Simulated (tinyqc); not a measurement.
# A particle near a wafer in liquid: double-layer and van der Waals forces (DLVO), deposition barrier and removal, step by step

A worked calculation. Computed by tinyqc, a small Python program that keeps every step. Command: `OMP_NUM_THREADS=1 python tinyqc.py 3113199 3113200 out.jsonl dlvo walk`. One thread of a shared host (Intel(R) Xeon(R) Processor @ 2.30GHz), about 0.01 s of CPU time with the checks. Intermediate numbers are printed to about 6 digits and carried at full precision; extremes and crossings named in words are read from the listed rows.

Sphere and flat wall, Derjaguin approximation, constant potentials in the linear-superposition form, no retardation and no hydration force.

Inputs (values chosen for the exercise, of the order of those for alumina on silica in water):

| quantity | value | unit |
|---|---|---|
| particle radius R | 15 | nm |
| Hamaker constant A | 8.9e-21 | J |
| potential of the particle psi_1 | -40 | mV |
| potential of the wafer psi_2 | -28 | mV |
| salt concentration c | 0.038 | mol/L |
| valence z of the symmetric salt | 1 | - |
| temperature T | 323 | K |
| dielectric constant of the liquid | 69.9 | - |
| gap h | 2.6 | nm |
| contact distance h0 | 0.4 | nm |
| contact radius over R | 0.052 | - |
| viscosity | 0.63 | mPa s |

Constants: e = 1.602176634e-19 C; N_A = 6.02214076e+23 1/mol; eps_0 = 8.8541878128e-12 F/m; k_B = 1.380649e-23 J/K; k_B = 8.617333262e-05 eV/K.

## Screening

kappa^2 = 2 z^2 e^2 N_A (1000 c)/(eps eps_0 k_B T); gamma_i = tanh(z e psi_i/(4 k_B T)); Z = 64 pi eps eps_0 (k_B T/(z e))^2 gamma_1 gamma_2.

kappa = 0.652434 1/nm

Debye length = 1.53272 nm

gamma_1 = -0.344574

gamma_2 = -0.246320

Z = 8.18253 pN

kappa R = 9.78651

Like signs: the double layers repel.

## Energy and force at one gap

U(h) = Z R exp(-kappa h) - A R/(6 h); F(h) = -dU/dh = kappa Z R exp(-kappa h) - A R/(6 h^2), positive for repulsion.

double-layer energy = 5.04646 k_B T

van der Waals energy = -1.91898 k_B T

U(h) = 3.12748 k_B T

F(h) = 11.3914 pN

## The curve

The formulas are those given above.

Against the gap:

| h (nm) | kappa h | U (k_B T) | F (pN) |
|---|---|---|---|
| 0.4 | 0.2610 | 8.7275 | -7.73779e+01 |
| 0.6 | 0.3915 | 10.2917 | -7.66700e+00 |
| 1.0 | 0.6524 | 9.3439 | 1.94530e+01 |
| 1.5 | 0.9787 | 7.0173 | 2.02060e+01 |
| 2.5 | 1.6311 | 3.3909 | 1.21127e+01 |
| 4.0 | 2.6097 | 0.7771 | 4.49946e+00 |
| 7.0 | 4.5670 | -0.4268 | 3.77827e-01 |
| 12.0 | 7.8292 | -0.4048 | -1.22648e-01 |
| 20.0 | 13.0487 | -0.2494 | -5.54526e-02 |
| 40.0 | 26.0974 | -0.1247 | -1.39062e-02 |

Caution: in rows where h is not small against R, A R/(6 h) overstates the van der Waals term. Caution: in rows with kappa h below 1 linear superposition is only rough.

## Barrier and secondary minimum

F = 0 reads x^2 exp(-x) = y with x = kappa h and y = A kappa/(6 Z); the left side peaks at x = 2 with 4/e^2 = 0.5413, so roots exist for smaller y: x < 2 is the barrier, x > 2 the secondary minimum.

y = 0.118274

position of the barrier = 0.652059 nm

barrier height = 10.3343 k_B T

position of the secondary minimum = 8.53617 nm

energy at the secondary minimum = -0.479546 k_B T

A barrier of this size slows deposition by roughly exp(barrier).

## Critical salt concentration

The barrier height is zero when U = 0 and F = 0 together: kappa h = 1 and kappa = 6 Z/(e A), e = 2.718282 here; c follows from kappa^2, with the potentials held fixed.

critical kappa = 2.02934 1/nm

critical concentration = 0.367637 mol/L

## Adding salt

kappa scales as sqrt(c); potentials are held fixed. A dash marks rows without a maximum.

Against the concentration:

| c (mol/L) | Debye length (nm) | barrier at (nm) | barrier (k_B T) | minimum at (nm) | minimum (k_B T) |
|---|---|---|---|---|---|
| 3.68e-05 | 49.2528 | 3.08307 | 24.2345 | 5.05406e+02 | -8.90992e-03 |
| 3.68e-04 | 15.5751 | 1.77908 | 21.7475 | 1.37119e+02 | -3.22539e-02 |
| 3.68e-03 | 4.9253 | 1.05134 | 17.4869 | 3.58041e+01 | -1.20182e-01 |
| 1.84e-02 | 2.2027 | 0.74901 | 12.9277 | 1.34819e+01 | -3.09616e-01 |
| 7.35e-02 | 1.1021 | 0.58206 | 7.6582 | 5.55394e+00 | -7.20085e-01 |
| 1.84e-01 | 0.6965 | 0.51386 | 3.4518 | 2.94700e+00 | -1.29287e+00 |
| 3.31e-01 | 0.5193 | 0.49341 | 0.5312 | 1.88626e+00 | -1.91685e+00 |
| 5.51e-01 | 0.4025 | 0.50723 | -2.0308 | 1.20135e+00 | -2.76161e+00 |
| 1.10e+00 | 0.2849 | - | - | - | - |

At low salt the barrier tends to Z R = 27.5 k_B T; it is half of that between 0.0037 and 0.018 mol/L and changes sign at 0.37 mol/L, while the secondary minimum deepens to -1.9 k_B T at 0.9 of that.

## Removing an attached particle

Adhesion F_a = A R/(6 h0^2) [1 + a^2/(R h0)] - kappa Z R exp(-kappa h0), a the contact radius. Drag in a shear flow F_d = 1.7 x 6 pi mu R^2 G, acting at 1.4 R; rolling starts when 1.4 R F_d = a F_a. Wall shear stress = mu G.

van der Waals adhesion = 153.163 pN

net adhesion F_a = 91.4789 pN

wall shear stress for rolling = 471.263 Pa

shear rate G = 748037 1/s

Checks made by the program: force against a difference of U (relative difference below 1e-10).
